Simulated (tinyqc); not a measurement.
Avalanche multiplication and breakdown of a junction from ionisation integrals: one step, computed by the program tinyqc. Command: `OMP_NUM_THREADS=1 python tinyqc.py 3027761 3027762 out.jsonl impact walk`. One thread of a shared host (Intel(R) Xeon(R) Processor @ 2.30GHz), about 0.01 s of CPU time with the checks.

Ionisation coefficients follow the local field. Position x runs through the depletion layer from the p side (x = 0), where electrons enter, to the n side (x = w), where holes enter. The built-in voltage is neglected.

Problem. Coefficients at the critical field. alpha_n = a_n exp(-(b_n/F)^c), alpha_p = a_p exp(-(b_p/F)^c).

Inputs (values chosen for the exercise, modelled on GaN):
```
quantity                   value  unit
electron prefactor a_n  4.82e+08  1/cm
electron field b_n      3.36e+07  V/cm
hole prefactor a_p      7.05e+06  1/cm
hole field b_p          1.54e+07  V/cm
exponent c                     1     -
```

Junction: one-sided abrupt n+p.

critical field F_m = 3.441616 MV/cm

Give: alpha_n; alpha_p; ratio k = alpha_p/alpha_n; shorter ionisation length.

Solution.

alpha_n = 27739 1/cm

alpha_p = 80330 1/cm

ratio k = alpha_p/alpha_n = 2.896

shorter ionisation length = 0.1245 micrometre

Holes ionise more readily at the peak field.
